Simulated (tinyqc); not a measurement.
Alloy A(1-x)B(x) by interpolation with bowing: one step. Where the valleys cross. Three cases, with inputs chosen for the exercise.

Problem. The difference of two gaps is a quadratic q2 x^2 + q1 x + q0 with q2 = C_i - C_j, q1 = (E_B - E_A - C)_i - (E_B - E_A - C)_j, q0 = E_A,i - E_A,j; give its roots between 0 and 1 (a dash: none).

Each gap follows E(x) = (1 - x) E_A + x E_B - C x (1 - x); the lattice constant follows Vegard, a(x) = (1 - x) a_A + x a_B.

Give: Crossings.

Case 1.

Values chosen (A near GaAs, B near InAs; the results hold for these values, not for the real material): Eg = (1.526, 0.413) eV (gap at Gamma to the s-like level of A, B); EgX = (1.956, 1.441) eV (gap to the lowest valley along Gamma-X of A, B); EgL = (1.834, 1.12) eV (gap to L of A, B); C = (0.444, 1.226, 0.343) eV (bowing of the Gamma, X and L gaps).

Solution.

Crossings:
```
pair         q2      q1      q0  first root  second root
Gamma-X  -0.782   0.184  -0.430           -            -
Gamma-L   0.101  -0.500  -0.308           -            -
X-L       0.883  -0.684   0.122      0.2785       0.4962
```

The lowest valley is Gamma at every x. The other crossings lie above the lowest valley.

Case 2.

Values chosen (A near AlAs, B near GaAs; the results hold for these values, not for the real material): Eg = (3.087, 1.508) eV (gap at Gamma to the s-like level of A, B); EgX = (2.266, 1.967) eV (gap to the lowest valley along Gamma-X of A, B); EgL = (2.445, 1.797) eV (gap to L of A, B); C = (0.49, 0.049, 0.03) eV (bowing of the Gamma, X and L gaps).

Solution.

Crossings:
```
pair        q2      q1      q0  first root  second root
Gamma-X  0.441  -1.721   0.821      0.5564            -
Gamma-L  0.460  -1.391   0.642      0.5684            -
X-L      0.019   0.330  -0.179      0.5265            -
```

The lowest valley changes at x = 0.526 (X to L, gap 2.096 eV) and x = 0.568 (L to Gamma, gap 2.069 eV). The middle valley is lowest only in a narrow window, which small changes of the inputs would close. The other crossings lie above the lowest valley.

Case 3.

Values chosen (A near InAs, B near InSb; the results hold for these values, not for the real material): Eg = (0.416, 0.237) eV (gap at Gamma to the s-like level of A, B); EgX = (1.414, 0.629) eV (gap to the lowest valley along Gamma-X of A, B); EgL = (1.136, 0.941) eV (gap to L of A, B); C = (0.727, 0.618, 0.522) eV (bowing of the Gamma, X and L gaps).

Solution.

Crossings:
```
pair        q2      q1      q0  first root  second root
Gamma-X  0.109   0.497  -0.998           -            -
Gamma-L  0.205  -0.189  -0.720           -            -
X-L      0.096  -0.686   0.278      0.4313            -
```

The lowest valley is Gamma at every x. The other crossings lie above the lowest valley.

Computed by tinyqc, one run a case: `OMP_NUM_THREADS=1 python tinyqc.py N N+1 out.jsonl` with N = 1080362, 1080554, 1080724; one thread of a shared Intel(R) Xeon(R) Processor @ 2.30GHz, about 0.01 s a run at most.
